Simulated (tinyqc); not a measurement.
Comparisons within one model: thin (001) film in sp3s* tight binding with raised dangling bonds. A value that a table varies takes the place of the one given here.

Planes alternate anion (a), cation (c) along [001], a/4 apart, starting with an anion; zero in-plane momentum; levels counted from the bulk Ev, the lower root of [[Epa, Vxx], [Vxx, Epc]]; no spin-orbit coupling. Block of s, pz, s*: from an anion to the cation above, Vss/2 (s,s), Vsapc/2 (s,z), -Vscpa/2 (z,s), Vxx/2 (z,z), Vxapc/2 (s*,z), -Vpaxc/2 (z,s*); to the cation below the same with the s-z and s*-z signs reversed. Block of u = (px + py)/sqrt2 and v = (px - py)/sqrt2: to the cation above (Vxx + Vxy)/2 for u and (Vxx - Vxy)/2 for v, to the cation below the reverse. Each surface atom has two dangling sp3 hybrids; raising both by dl adds (dl/2) [[1, t], [t, 1]] to its s, pz levels (t = -1 at the bottom face, +1 at the top) and dl to the one of u, v in whose plane the missing bonds lie (v for a bottom anion or a top cation, u for a top anion).

Inputs chosen for the exercise (near a published set for GaAs, fitted to gaps, whose masses and valley positions are rough; not measured data): p = (-8.323, 1.039, -2.647, 3.688, 8.596, 6.695, -6.453, 1.958, 5.104, 4.489, 5.809, 4.809, 4.774) eV (order Esa, Epa, Esc, Epc, Exa, Exc, Vss, Vxx, Vxy, Vsapc, Vscpa, Vxapc, Vpaxc); Nw = 22 (planes in the thicker film); a = 5.656 angstrom (lattice constant); dp = 30 eV (value of dl for the passivated films); Ns = (8, 11, 12, 20, 28, 31, 52, 69) (numbers of planes).

## States in the gap of a film

edges (eV): Gamma 1.56491, Delta 2.07802

Levels between 0 and the lower bulk edge, the largest weight on the two outer planes of both faces among them, and the nearest levels outside, for several shifts dl.

Film of Nw planes:
```
dl (eV)  levels in the gap       at (eV)  surface weight  next above (eV)  next below (eV)
0                        2  0.782, 1.039            0.80           1.8383          -0.0221
1                        2  0.174, 1.138            0.56           1.8663          -0.0697
2                        2  0.438, 1.401            0.47           1.9484          -0.0697
3                        2  0.742, 1.556            0.50           2.0216          -0.0697
5                        1         1.261            0.41           1.7071          -0.0697
10                       0             -               -           1.6004          -0.0697
30                       0             -               -           1.6738          -0.0697
100                      0             -               -           1.6890          -0.0697
```

Can the levels of the bare film be read as confined subbands?

No: with bare surfaces (dl = 0) 2 levels lie in the bulk gap, with up to 80 % of the weight on the four outer planes, two a face, where an even spread gives 18 %; these are dangling-bond states, not subbands. The reruns show the bulk gap clear from dl = 10 eV on, and at dl = 30 eV the next level above lies -15.2 meV from its value at 100 eV. At dl = 10 eV the next level above is more than 20 meV from its value at 100 eV, so the surface still acts on it.

## Gap against thickness

Passivated films (finite dp, so levels can still be some meV from their limit), thickness N a/4. Highest level below mid-gap (either block) and the two lowest above it. The exponents are -d ln(shift)/d ln N between the sixth and the last film, for the valence level and for the lowest conduction level.

Levels (eV):
```
N   thickness (angstrom)      Ev1     Ec1     Ec2     gap
8                  11.31  -0.3308  1.9070  2.2823  2.2377
11                 15.55  -0.2451  1.7886  2.1717  2.0338
12                 16.97  -0.1850  1.7889  2.1604  1.9739
20                 28.28  -0.0819  1.6877  2.0441  1.7696
28                 39.59  -0.0460  1.6443  1.8809  1.6903
31                 43.83  -0.0409  1.6284  1.8302  1.6693
52                 73.53  -0.0149  1.5976  1.6946  1.6126
69                 97.57  -0.0090  1.5847  1.6446  1.5938
```

exponents: valence 1.89, conduction 1.45

What can be read from the table?

The gap is 2.238 eV at 11.3 angstrom and 1.594 eV at 97.6, against 1.565 eV in the bulk along this line. At 20 planes the conduction side gives 123 meV of the widening and the valence side 82 meV. A hard-walled parabolic band has exponent 2; departures come from the offset between N a/4 and the effective width, from non-parabolicity and from the termination (odd and even N end differently: in the direction of the bond rows at the two faces and, in a compound, in the kind of atom), which also makes single steps in N uneven. Ec1 is the Gamma subband.

## What each change does

A film of Nw planes with shift dp: highest level below mid-gap (half the lower bulk edge) and the two lowest above. Each row changes one parameter from the base and keeps the others.

Results:
```
case        Ev1 (eV)  Ec1 (eV)  Ec2 (eV)
base         -0.0697    1.6738    1.9940
Nw = 24      -0.0601    1.6622    1.9505
dp = 60 eV   -0.0697    1.6850    2.0112
```

How do the results move?

The largest shifts from the base row, up to three for each result and ties (the steps differ in size, so this ranks the rows, not the parameters). Ev1 (eV): Nw +0.0096; unchanged at the printed digits by dp. Ec1 (eV): Nw -0.0115, dp +0.0112. Ec2 (eV): Nw -0.0435, dp +0.0171. An odd change of Nw also changes which atoms end the film, so levels need not move as thickness alone would move them; the row for dp shows how far the passivation is from converged.

Run: tinyqc, `OMP_NUM_THREADS=1 python tinyqc.py 1480014 1480015 out.jsonl`; Intel(R) Xeon(R) Processor @ 2.30GHz, one thread, shared host; about 0.9 s of CPU time with all checks.
